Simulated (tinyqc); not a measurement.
Anisotropic wet etching of Si(100): plane rates, V-grooves, membranes and undercut: one step, computed by the program tinyqc.

A long slot opens the mask on a (100) wafer. The floor etches at R100; (111) walls stand at theta = arctan(sqrt2) = 54.7356 degrees to the surface and recede at R111 along their normal.

Task: Shape after the time t. A misaligned edge exposes ledges and adds R100 sin(misalignment) to the lateral rate (a simple estimate): u = R111/sin(theta) + R100 sin(misalignment). Top width W = w + 2 u t; floor width b = W - 2 z/tan(theta) = W - sqrt2 z. The floor lasts until b = 0, at t_V = w/(sqrt2 R100 - 2u); depth z = R100 t before t_V and W/sqrt2 after.

Inputs (values chosen for the exercise, close to those used for potassium hydroxide solutions):

| quantity | value | unit |
|---|---|---|
| bath temperature T | 90 | C |
| width w (mask opening along <110>, or membrane width in the design step) | 110 | um |
| misalignment of the mask | 0.2 | degrees |
| etch time t | 7.9 | min |

R100 = 2.575813 um/min

R111 = 0.03266957 um/min

Give: lateral rate u; time t_V to close the V; top width W; depth z; floor width b.

Result:

lateral rate u = 0.04900 um/min

time t_V to close the V = 31.03 min

top width W = 110.8 um

depth z = 20.35 um

floor width b = 82.00 um

The floor remains; undercut per side is 0.387 um, 1.90 % of the depth.
